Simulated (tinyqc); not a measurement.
Berg model of reactive sputtering of a nitride or oxide: poisoning, hysteresis and pumping speed: one step, computed by the program tinyqc. Command: `OMP_NUM_THREADS=1 python tinyqc.py 3016868 3016869 out.jsonl berg walk`. One thread of a shared host (Intel(R) Xeon(R) Processor @ 2.30GHz), about 0.08 s of CPU time with the checks.

A diatomic gas reacts with bare metal on the target and on the collecting surfaces; ions remove metal and compound from the target. theta_t and theta_c are the compound fractions.

Question. Steady state at the pressure P. Ion flux j = J/e; gas flux F = P/sqrt(2 pi M k_B T). Target: (2/z) alpha F (1 - theta_t) = j Y_c theta_t. Sputtered flows F_c = j Y_c theta_t A_t, F_m = j Y_m (1 - theta_t) A_t. Collector: (2/z) alpha F (1 - theta_c) A_c + F_c (1 - theta_c) = F_m theta_c. Gas use Q = alpha F [(1 - theta_t) A_t + (1 - theta_c) A_c] + P S/(k_B T); 1 sccm = 4.4780e17 molecules/s. Rate R = F_m + F_c, given relative to j Y_m A_t.

Inputs (values chosen for the exercise, close to those used for titanium nitride):

| quantity | value | unit |
|---|---|---|
| ion current density J | 7.7 | mA/cm^2 |
| target area A_t | 170 | cm^2 |
| collecting area A_c | 1800 | cm^2 |
| metal yield Y_m | 0.47 | - |
| compound yield Y_c | 0.15 | - |
| sticking coefficient alpha | 0.58 | - |
| reactive atoms per metal atom z | 1 | - |
| gas mass M | 28 | u |
| pumping speed S | 180 | l/s |
| gas temperature T | 300 | K |
| reactive partial pressure P | 0.021 | Pa |

Constants: e = 1.602176634e-19 C; u = 1.6605390666e-27 kg; k_B = 1.380649e-23 J/K.

Give: ion flux j; gas flux F; theta_t; theta_c; gas use; total flow Q; rate relative to clean metal.

Answer.

ion flux j = 4.8060e+16 1/(cm^2 s)

gas flux F = 6.0370e+16 1/(cm^2 s)

theta_t = 0.90667

theta_c = 0.99719

gas use (sccm): target 1.2407, collector 0.3956, pump 2.0380

total flow Q = 3.6742 sccm

rate relative to clean metal = 0.38270

The target is poisoned. The film is 99.7 % compound.
